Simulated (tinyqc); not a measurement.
What each parameter does: heterojunction of two tight-binding chains.

Left chain: hopping -t1, sites at 2 t1 (band bottom 0). Right chain: hopping -t2, sites at dE + 2 t2 (bottom dE). t = c/(m a^2), c = hbar^2/2m0. The bond across the interface is -tc with tc = f sqrt(t1 t2), and the last left site has the extra energy U. In a chain E = bottom + 2t (1 - cos(ka)); the surface Green function of a half chain is g = -exp(ika)/t, with Im k > 0 where cos(ka) > 1.

Constants: hbar^2/2m0 = 3.80998211 eV angstrom^2.

Parameters, chosen for this exercise (masses and offset of the size met at InGaAs / InAlAs; shifted at random, so the results belong to these values and not to a real crystal):
```
symbol  value  unit      meaning
a       3      angstrom  site spacing
m1      0.04   m0        mass on the left
m2      0.068  m0        mass on the right
dE      0.44   eV        band offset
f       1                factor on the interface hopping
U       -0.38  eV        extra energy on the last left site
E       0.45   eV        electron energy
```

T = 4 Im(S1) Im(S2) |G|^2 with G = 1/(E - 2 t1 - U - S1 - S2), S1 = -t1 exp(i k1 a), S2 = -(tc^2/t2) exp(i k2 a).

Results for these values:
```
case,T,k1 a,k2 a
base,0.5194,0.2066,0.0401
```

What happens to each result for m1 = 0.048 m0, all else kept?

Answer: T falls from 0.5194 to 0.4825; k1 a rises from 0.2066 to 0.2264; k2 a does not change at the printed digits.

The same for each parameter in turn:
```
case,T,k1 a,k2 a
base,0.5194,0.2066,0.0401
m1 = 0.048 m0,0.4825,0.2264,0.0401
m2 = 0.0816 m0,0.5527,0.2066,0.0439
dE = 0.39 eV,0.8500,0.2066,0.0982
f = 0.9,0.3586,0.2066,0.0401
U = -0.18 eV,0.5344,0.2066,0.0401
a = 2.4 angstrom,0.5284,0.1652,0.0321
```

tinyqc: `OMP_NUM_THREADS=1 python tinyqc.py 1451575 1451576 out.jsonl`; about 0.01 s, one thread, shared Intel(R) Xeon(R) Processor @ 2.30GHz.
